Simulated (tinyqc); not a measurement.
# Mass from the capacitance plateau

Inverse problem. Once one two-dimensional band is degenerate, Cq = q gv md m0 q/(pi hbar^2) and 1/C_G = 1/Cox + 1/Cq (no traps). Find Cq, md and the oxide-equivalent thickness 3.9 eps0/Cq that it adds.

Parameters, values chosen for the exercise: valley degeneracy gv = 1.

Constants: q = 1.602176634e-19 C, hbar = 1.054571817e-34 J s, m0 = 9.1093837015e-31 kg, eps0 = 8.8541878128e-14 F/cm where lengths are in cm. Results are converted to the units shown.

C_G on the plateau = 0.82863478 uF/cm^2
Cox = 1.1302110 uF/cm^2

Answer. Removing Cox from the series leaves Cq, which is proportional to gv md.

Cq = 3.11 uF/cm^2
md = 0.0464 m0
added thickness = 1.11 nm

Computed by the program tinyqc: `OMP_NUM_THREADS=1 python tinyqc.py 2200011 2200012 out.jsonl`, one thread of a shared Intel Xeon 2.30GHz, about 0.01 s for the whole run.
